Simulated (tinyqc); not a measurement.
MOSFET in the linear regime without short-channel effects, parameter extraction from computed curves: extraction methods against the first mobility attenuation factor.

Inversion charge Q = Cox n Vt W0(exp((Vg - VT)/(n Vt))), W0 the Lambert function and n = nf; u = Q/Cox; mobility mu = mu0/(1 + th1 u + th2 u^2); channel resistance Rch = (L - dL)/(W mu Q); Id = Vd/(Rch + Rsd/W). Cox = eps0 eox/tox. Small Vd, no channel-length or drain effects.

From the continuous curve Id(Vg): tangent at peak gm (V_ext = Vg - Id/gm); constant current Id = 0.1 uA W/L; peak of d2Id/dVg2; Y = Id/sqrt(gm) drawn through Vg = VT + 0.6 and VT + 0.8 V, with intercept VT_Y and slope s. Mobilities gm,max L/(W Cox Vd) and s^2 L/(W Cox Vd) with the drawn L. Last column: share of Rsd/W in the total resistance at VT + 0.8 V.

Inputs (values chosen for the exercise); channel values of the order met in silicon transistors:
```
symbol  value        unit                                                                 meaning
T         300           K                                                             temperature
eox       3.9              relative permittivity of the gate insulator (close to silicon dioxide)
tox       3.6          nm                                                     insulator thickness
mu0       310  cm^2/(V s)                                                      low-field mobility
th2      0.24       1/V^2                                      second mobility attenuation factor
VT       0.45           V                                                       threshold voltage
nf        1.2                                                                         body factor
W         0.5          um                                                              gate width
L         1.3          um                                                       drawn gate length
dL      0.003          um                                             drawn less effective length
Rsd       480      ohm um                                            source plus drain resistance
Vd       0.02           V                                                           drain voltage
```

Constants: q = 1.602176634e-19 C, kB = 1.380649e-23 J/K, Vt = kB T/q, eps0 = 8.8541878128e-14 F/cm where lengths are in cm. Results are converted to the units shown.

Result of one run:
```
V_ext (V)	constant current (V)	second derivative (V)	VT_Y (V)	mobility from gm (cm^2/(V s))	mobility from Y (cm^2/(V s))	series share (%)
0.437	0.449	0.437	0.553	184	375	3.79
```

Which first mobility attenuation factor th1 gave this result: 0, 0.4, 1 or 1.2 1/V?

th1 = 1.2 1/V.

The whole series:
```
th1 (1/V)	V_ext (V)	constant current (V)	second derivative (V)	VT_Y (V)	mobility from gm (cm^2/(V s))	mobility from Y (cm^2/(V s))	series share (%)
0	0.468	0.448	0.443	0.553	251	375	6.47
0.2	0.458	0.448	0.442	0.553	232	375	5.79
0.4	0.452	0.448	0.441	0.553	219	375	5.24
0.6	0.447	0.448	0.440	0.553	208	375	4.78
0.8	0.443	0.448	0.439	0.553	199	375	4.40
1	0.440	0.449	0.438	0.553	191	375	4.07
1.2	0.437	0.449	0.437	0.553	184	375	3.79
```

The model has VT = 0.45 V and mu0 = 310 cm^2/(V s). Over the table the extracted thresholds move by 30 mV (tangent), 0.98 mV (constant current), 6.0 mV (second derivative), under 0.5 mV (Y function). The mobility from gm falls from 251 to 184 and that from Y stays near 375 cm^2/(V s).

Computed by the program tinyqc: `OMP_NUM_THREADS=1 python tinyqc.py 2210010 2210011 out.jsonl`, one thread of a shared Intel Xeon 2.30GHz, about 0.01 s for the whole run.
